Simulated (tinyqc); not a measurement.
The best anneal temperature for the time t: solubility, supersaturation, precipitation and gettering of an impurity in a silicon-like host. Computed by tinyqc, a small Python program. Command: `OMP_NUM_THREADS=1 python tinyqc.py 3014090 3014091 out.jsonl ripen walk`. One thread of a shared host (Intel(R) Xeon(R) Processor @ 2.30GHz), about 0.01 s of CPU time with the checks.

The wafer was saturated at T1 and is then held at T.

Inputs (values chosen for the exercise, modelled on cobalt in silicon): site density N0 = 5e+22 1/cm^3; enthalpy of solution H = 2.8 eV; entropy of solution S = 8 k_B; diffusion prefactor D0 = 0.00091 cm^2/s; migration energy Q = 0.522 eV; temperature of saturation T1 = 1325 K; anneal temperature T = 1028 K; sink density n = 6.5e+09 1/cm^3; initial sink radius r0 = 5.8 nm; impurity density in the precipitate C_p = 6.5e+22 1/cm^3; interface energy gamma = 0.27 J/m^2; anneal time t = 18 s.

Constants: k_B = 8.617333262e-05 eV/K; k_B = 1.380649e-23 J/K.

Method:
- C_eq(T) = N0 exp(S/k_B - H/(k_B T)); D(T) = D0 exp(-Q/(k_B T)); C0 = C_eq(T1). Supersaturation s = C0/C_eq(T); critical radius r* = 2 gamma/(C_p k_B T ln s); barrier W* = (4 pi/3) gamma r*^2. Strain energy is left out.
- r_f = [r0^3 + 3 (C0 - C_eq)/(4 pi n C_p)]^(1/3), tau_f = 1/(4 pi n r_f D).
- Growing sinks: with y = r/r_f and y0 = r0/r_f, dy/dt = (1 - y^3)/(3 tau_f y), which integrates to t/tau_f = F(y) - F(y0), F(y) = (1/2) ln[(1 + y + y^2)/(1 - y)^2] - sqrt(3) arctan[(2y + 1)/sqrt(3)]; the share of the excess left is (1 - y^3)/(1 - y0^3), and C(t) = C_eq + (C0 - C_eq) x share.

C0 = 3.33602e+15 1/cm^3

Dissolved share after t:
```
T (K)     C_eq/C0  tau_f (s)  C(t)/C0
596    9.4034e-14     273.43  0.96919
689    1.4762e-10      69.35  0.87167
795    7.9421e-08      21.48  0.58244
901    9.7317e-06       8.76  0.20157
1007   4.3332e-04       4.32  0.02619
1113   9.3629e-03       2.44  0.01041
1206   8.8945e-02       1.65  0.08897
1272   3.5995e-01       1.41  0.35996
```

The lowest dissolved share among these rows is 0.010 at 1113 K. Above it solubility sets the floor; below it diffusion is too slow for this time. Solubility falls with H = 2.8 eV and diffusion with Q = 0.522 eV. Caution: the barrier to homogeneous nucleation is below 35 k_B T for these inputs, so new precipitates would form and outnumber the fixed sinks assumed here.

Extremes, crossings and ranges named in words are read from the listed rows.
